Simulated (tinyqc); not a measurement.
Worked calculation: Hubbard ring of 6 sites. One step of it, computed by the program tinyqc.

Task: Mean-field iteration 2. H(up) = T + U n(down), H(down) = T + U n(up); fill the lowest levels; n(new) = n + mixing (n(out) - n); E = tr T (rho up + rho down) + U sum n_up n_down of the output.

one-body matrix (hopping and site energies) (eV):
```
           1          2          3          4          5          6
1  -0.060000  -1.340000   0.000000   0.000000   0.000000  -1.340000
2  -1.340000  -0.070000  -1.340000   0.000000   0.000000   0.000000
3   0.000000  -1.340000  -0.760000  -1.340000   0.000000   0.000000
4   0.000000   0.000000  -1.340000   0.740000  -1.340000   0.000000
5   0.000000   0.000000   0.000000  -1.340000   0.110000  -1.340000
6  -1.340000   0.000000   0.000000   0.000000  -1.340000  -0.300000
```

U = 4.000000 eV

electrons, up and down: 1  1

mixing = 1

n(up) after iteration 1: 1 0.173066, 2 0.115809, 3 0.470868, 4 0.070239, 5 0.110483, 6 0.059536

n(down) after iteration 1: 1 0.122343, 2 0.280930, 3 0.106130, 4 0.100777, 5 0.073295, 6 0.316525

Give: levels, up; levels, down; energy; n(up) after iteration 2; n(down) after iteration 2.

Result:

levels, up (eV): -2.1504  -0.9609  -0.6251  1.9111  2.1420  3.3433

levels, down (eV): -2.1579  -0.8568  -0.5904  1.8642  2.0240  3.3769

energy = -4.8708 eV

n(up) after iteration 2: 1 0.1360, 2 0.1552, 3 0.3284, 4 0.1461, 5 0.1343, 6 0.1000

n(down) after iteration 2: 1 0.2036, 2 0.1459, 3 0.0761, 4 0.0863, 5 0.1772, 6 0.3109
